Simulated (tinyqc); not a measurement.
Small-signal admittance of a forward-biased p+-n diode: one step of the calculation.

Holes injected into a neutral base of width wb with an ohmic contact at its end; low injection, p0 far above the equilibrium density. A small voltage v exp(i w t), w = 2 pi f, modulates the edge density by p0 v/Vt, and the small-signal density obeys Dp d2p/dx2 = (1/tau + i w) p.

Problem. The same by finite differences. 6 equal intervals, h = wb/6; u = small-signal density over its edge value, u_0 = 1, u_6 = 0; u_(i-1) + b u_i + u_(i+1) = 0 with b = -2 - h^2 (1/tau + i w)/Dp; Y = (q Dp p0/(Vt h)) (-b/2 - u_1), which includes the half box at the edge.

Inputs (values chosen for the exercise); permittivity close to that of gallium arsenide:
- T = 275 K (temperature)
- Dp = 8.5 cm^2/s (hole diffusion coefficient)
- tau = 1e-7 s (hole lifetime)
- wb = 3.5 um (width of the neutral base)
- p0 = 3.7e12 cm^-3 (excess hole density at the junction edge)
- f = 1.8e6 Hz (signal frequency)

Constants: q = 1.602176634e-19 C, kB = 1.380649e-23 J/K, Vt = kB T/q. Results are converted to the units shown.

Find: b; u; Y on the mesh.

Solution.

b = -2.0040-0.0045i
u, node 1 to 5: 0.82720-0.00675i  0.65774-0.00978i  0.49096-0.00988i  0.32619-0.00779i  0.16276-0.00425i
Y on the mesh = 0.63717+0.03286i S/cm^2

Numbers from tinyqc (`OMP_NUM_THREADS=1 python tinyqc.py 2890213 2890214 out.jsonl`; about 0.01 s on one thread of a shared Intel Xeon 2.30GHz).
